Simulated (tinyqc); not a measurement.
## Trap density from the capacitance step

Inverse problem. A junction with shallow donors Nd and a deep trap has C_HF = eps0 eps_r/W and C_LF = eps0 eps_r (Nd + Nt)/(Nd W + Nt xt), xt = W - lam. Find W, xt and Nt.

Values chosen for this exercise: relative permittivity eps_r = 9.69; shallow donor density Nd = 1.4e16 cm^-3.

Constants: eps0 = 8.8541878128e-14 F/cm where lengths are in cm. Results are converted to the units shown.

C_HF = 34.413285 nF/cm^2
C_LF = 46.975133 nF/cm^2
lam = 118.52484 nm

Answer. C_HF gives W. With y = C_LF/C_HF, Nt/Nd = (y - 1)/(1 - y xt/W).

W = 249.3 nm
xt = 130.8 nm
Nt = 1.800e16 cm^-3

Program tinyqc, `OMP_NUM_THREADS=1 python tinyqc.py 2050065 2050066 out.jsonl`; Intel Xeon 2.30GHz, shared host, one thread, about 0.01 s.
